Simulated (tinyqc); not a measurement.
From one set of inputs to another, one input at a time: implant damage, amorphisation by cascade overlap, and solid-phase epitaxial regrowth. Computed by tinyqc, a small Python program. Command: `OMP_NUM_THREADS=1 python tinyqc.py 3113818 3113819 out.jsonl sper ladder`. One thread of a shared host (Intel(R) Xeon(R) Processor @ 2.30GHz), about 0.02 s of CPU time with the checks.

Range and width of the damage are inputs. Dynamic annealing enters only through the surviving share f.

The inputs printed are set A. Set A is modelled on silicon ions in silicon; the values taken over come from a set modelled on germanium ions in germanium. Inputs not listed in the table keep their values of set A, so the rows need not describe a real material.

Inputs (values chosen for the exercise, modelled on silicon ions in silicon): atomic density N = 49.9 1/nm^3; ion Z1 = 14; ion mass M1 = 28 u; target Z2 = 14; target mass M2 = 28.09 u; ion energy E = 41 keV; displacement energy E_d = 14 eV; depth of the damage peak R_d = 44 nm; width of the damage profile s_d = 29 nm; share of defects that survive f = 0.35; critical displaced share x_c = 0.13; dose Q = 6.6e+14 1/cm^2; regrowth prefactor v0 = 5.2e+15 nm/s; regrowth energy E_a = 2.68 eV; anneal temperature = 567 C; rate relative to (100) = 1; peak enhancement by the dopant = 4.3; ramp rate = 1.5 K/s.

Constants: a_0 = 0.529177210903 angstrom; e^2/(4 pi eps_0) = 14.39964548 eV angstrom; k_B = 8.617333262e-05 eV/K.

Method:
- Robinson partition: eps = E a M2/(Z1 Z2 (e^2/(4 pi eps_0)) (M1 + M2)), a = 0.8853 a_0/sqrt(Z1^(2/3) + Z2^(2/3)); k = 0.0793 Z1^(2/3) Z2^(1/2) (M1 + M2)^(3/2)/((Z1^(2/3) + Z2^(2/3))^(3/4) M1^(3/2) M2^(1/2)); damage energy T_d = E/(1 + k (eps + 0.40244 eps^(3/4) + 3.4008 eps^(1/6))); displacements nu = 0.8 T_d/(2 E_d).
- Displaced share x(z) = f nu Q exp(-(z - R_d)^2/(2 s_d^2))/(sqrt(2 pi) s_d N); the layer is amorphous where x > x_c, between R_d -/+ s_d sqrt(2 ln(x_max/x_c)), the upper edge being cut at the surface. Threshold dose Q_c = Q x_c/x_max.
- v = v0 x orientation factor x exp(-E_a/(k_B T)) x [1 + (enhancement - 1) exp(-(z - R_d)^2/(2 s_d^2))], T = anneal temperature + 273.15 K; the dopant is taken to follow the damage profile; the lower front moves from the lower edge z2 to the surface, or to the middle (z1 + z2)/2 of a buried layer with upper edge z1; time = int dz/v; the equivalent undoped distance is that time times the undoped velocity.
- On a linear ramp from 200 C regrowth ends at the T_f where int v_undoped dT/(ramp rate) equals the equivalent undoped distance.

Each row keeps all changes above it:
```
input moved                                                         from             to  threshold dose Q_c (1/cm^2)  lower edge (nm)  temperature at which regrowth ends (C)
set A                                                                  -              -                    1.960e+14            89.19                                   600.6
width of the damage profile s_d (nm)                                  29             12                    8.108e+13            68.57                                   576.0
dose Q (1/cm^2)                                                  6.6e+14        2.8e+14                    8.108e+13            62.89                                   566.2
ramp rate (K/s)                                                      1.5             30                    8.108e+13            62.89                                   635.8
peak enhancement by the dopant                                       4.3            7.3                    8.108e+13            62.89                                   624.2
anneal temperature (C)                                               567            389                    8.108e+13            62.89                                   624.2
regrowth energy E_a (eV) and regrowth prefactor v0 (nm/s)  2.68, 5.2e+15  2.16, 3.3e+16                    8.108e+13            62.89                                   419.2
share of defects that survive f                                     0.35           0.86                    3.300e+13            68.82                                   429.2
```

Where does the difference come from?

Threshold dose Q_c goes from 1.96e14 to 3.30e13, a factor 0.168 in all. The largest single move comes from share of defects that survive f (a factor 0.407). Lower edge goes from 89.2 to 68.8, a factor 0.772 in all. The largest single move comes from width of the damage profile s_d (a factor 0.769), and share of defects that survive f works against it (a factor 1.09). Temperature at which regrowth ends goes from 601 to 429, a factor 0.715 in all. The largest single move comes from regrowth energy E_a with regrowth prefactor v0 (a factor 0.672), and ramp rate works against it (a factor 1.12). The single moves hold for this order of the switches; the total does not depend on the order.

Extremes, crossings and ranges named in words are read from the listed rows.
